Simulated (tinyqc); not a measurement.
## Transit time and capacitance from two cut-off frequencies

Question. 1/(2 pi fT) = tauF + Vt C/JC, C the sum of the junction capacitances per area. Find C, tauF and the limit of fT at high current.

Inputs (values chosen for the exercise): temperature T = 350 K.

Constants: q = 1.602176634e-19 C, kB = 1.380649e-23 J/K, Vt = kB T/q. Results are converted to the units shown.

JC (mA/um^2): [0.016, 0.24]
fT (GHz): [10.872586, 34.134774]

Solution. The delay is a straight line in 1/JC with slope Vt C and intercept tauF.

C = 5.670 fF/um^2
tauF = 3.950 ps
limit of fT = 40.29 GHz

tinyqc, about 0.01 s, one thread, Intel Xeon 2.30GHz (shared host): `OMP_NUM_THREADS=1 python tinyqc.py 2320085 2320086 out.jsonl`
